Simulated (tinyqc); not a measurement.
A particle near a wafer in liquid: double-layer and van der Waals forces (DLVO), deposition barrier and removal: one step, computed by the program tinyqc.

Sphere and flat wall, Derjaguin approximation, constant potentials in the linear-superposition form, no retardation and no hydration force.

Question. Removing an attached particle. Adhesion F_a = A R/(6 h0^2) [1 + a^2/(R h0)] - kappa Z R exp(-kappa h0), a the contact radius. Drag in a shear flow F_d = 1.7 x 6 pi mu R^2 G, acting at 1.4 R; rolling starts when 1.4 R F_d = a F_a. Wall shear stress = mu G.

Inputs (values chosen for the exercise, of the order of those for alumina on silica in water):

| quantity | value | unit |
|---|---|---|
| particle radius R | 63 | nm |
| Hamaker constant A | 1.2e-20 | J |
| temperature T | 298 | K |
| contact distance h0 | 0.3 | nm |
| contact radius over R | 0.047 | - |
| viscosity | 0.77 | mPa s |

kappa = 0.09704615 1/nm

Z = -17.48884 pN

Give: van der Waals adhesion; net adhesion F_a; wall shear stress for rolling; shear rate G.

Answer.

van der Waals adhesion = 2049.446 pN

net adhesion F_a = 2153 pN

wall shear stress for rolling = 568.4 Pa

shear rate G = 7.382e+05 1/s
